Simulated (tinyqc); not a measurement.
Inside a calculation. Method: Ewald sum of point charges, displaced rock salt, strained along z by a factor 0.92, lattice. Computed by tinyqc, a small Python program that keeps every step. Command: `OMP_NUM_THREADS=1 python tinyqc.py 20586 20587 out.jsonl` (the two numbers bound the seeds that draw the settings). One thread of a shared host (Intel(R) Xeon(R) Processor @ 2.60GHz), about 0.05 s of CPU time with the checks.

## Ewald sum with eta = 0.44 1/bohr

cell vectors (rows) (bohr):
```
        1       2       3
1  0.0000  4.0650  3.7400
2  4.0650  0.0000  3.7400
3  4.0650  4.0650  0.0000
```

Charges:
```
q            f1      f2      f3
2.0000   0.0000  0.0000  0.0000
-2.0000  0.4300  0.5600  0.5000
```

Real space: 1/2 sum q_i q_j erfc(eta r)/r over all images with r > 0; reciprocal space: (2 pi/V) sum_(G != 0) exp(-G^2/4 eta^2)/G^2 |S(G)|^2 with S(G) = sum q exp(i G.r); self term -eta/sqrt(pi) sum q^2; background -pi Q^2/(2 V eta^2), Q the total charge.

Real-space shells (first ones):
```
r (bohr)  pairs  sum (hartree)
3.7215        2        -0.0221
3.7885        2        -0.0194
3.7959        2        -0.0192
3.8319        2        -0.0179
4.3184        2        -0.0067
4.3565        2        -0.0062
5.5238       16         0.0034
5.7488        8         0.0010
6.5270        2      -2.99e-05
6.5697        2      -2.65e-05
6.8241        2      -1.27e-05
6.8649        2      -1.13e-05
```

Reciprocal shells (first ones that count):
```
G^2 (1/bohr^2)  vectors  sum (hartree)
1.9002                8         0.2882
2.3891                4         0.0026
2.8224                2       1.49e-05
4.7782                4       1.13e-04
5.2115                8       6.30e-05
6.6784               16       3.15e-04
7.5449                8       4.95e-05
7.6006                8       3.75e-06
9.5565                4       2.36e-07
11.2895               2       2.65e-10
11.4567               8       1.78e-07
11.9456               8       2.04e-08
```

## The total does not depend on eta

The same sums for other eta.

Totals (hartree per cell):
```
eta          real  reciprocal     self  background      total
0.4400    -0.0871      0.2914  -1.9859      0.0000  -1.781693
0.6220    -0.0040      1.0297  -2.8074      0.0000  -1.781693
0.8160  -5.55e-05      1.9014  -3.6830      0.0000  -1.781693
```

shortest distance = 3.7215 bohr

Madelung constant -E d / (formula units |q+ q-|) = 1.6577
